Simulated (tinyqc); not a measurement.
From results back to parameters: effective work function and flat-band voltage of a metal/high-k/SiO2/Si stack with a dipole layer. Four cases, with inputs chosen for the exercise.

Problem. Three stacks with (t1, t2) = (8, 20), (30, 20) and (8, 60) angstrom have the flat-band voltages below. VFB = W0 - (chi + dEF) - 4 pi e2 [Q1 EOT + Q2 x2]/3.9 with x2 = t2 3.9/eps2, EOT = t1 + x2, e2 = e^2/4 pi eps0, 1 cm^-2 = 1e-16 angstrom^-2; W0 is the work function with the dipole step.

Constants: e^2/(4 pi eps0) = 14.39964547 eV angstrom.

Find: Q1; Q2; W0.

Method. The first two stacks differ in t1 alone and give Q1; the first and third give Q1 + Q2; W0 follows from any of them.

Case 1.

Values chosen (out of a larger set: a stack on Si capped with a lanthanum-like oxide; not measured data): chi = 4.052 eV (electron affinity of the channel); dEF = 0.861 eV (Ec - EF in the channel); eps = (3.9, 19.9) (their dielectric constants).

VFB (V): -0.6522331  -0.6297766  -0.7024266

Solution.

Q1 = -2.2e+11 e/cm^2
Q2 = 1.6e+12 e/cm^2
W0 = 4.278 eV

Case 2.

Values chosen (out of a larger set: a stack on Si capped with an aluminium-like oxide; not measured data): chi = 4.056 eV (electron affinity of the channel); dEF = 0.282 eV (Ec - EF in the channel); eps = (3.9, 17.3) (their dielectric constants).

VFB (V): 0.1074619  0.0983772  0.1200553

Solution.

Q1 = 8.9e+10 e/cm^2
Q2 = -3.9e+11 e/cm^2
W0 = 4.442 eV

Case 3.

Values chosen (out of a larger set: a stack on Si capped with a magnesium-like oxide; not measured data): chi = 4.053 eV (electron affinity of the channel); dEF = 0.13 eV (Ec - EF in the channel); eps = (3.9, 22.2) (their dielectric constants).

VFB (V): 0.7254771  0.6805640  0.7046106

Solution.

Q1 = 4.4e+11 e/cm^2
Q2 = 2.0e+11 e/cm^2
W0 = 4.935 eV

Case 4.

Values chosen (out of a larger set: a stack on Si capped with a titanium-like oxide; not measured data): chi = 4.045 eV (electron affinity of the channel); dEF = 0.346 eV (Ec - EF in the channel); eps = (3.9, 26.3) (their dielectric constants).

VFB (V): 0.4145284  0.5370185  0.4833312

Solution.

Q1 = -1.2e+12 e/cm^2
Q2 = -1.3e+12 e/cm^2
W0 = 4.727 eV

Computed by tinyqc, one run a case: `OMP_NUM_THREADS=1 python tinyqc.py N N+1 out.jsonl` with N = 1880428, 1880435, 1880456, 1880461; one thread of a shared Intel(R) Xeon(R) Processor @ 2.30GHz, about 0.01 s a run at most.
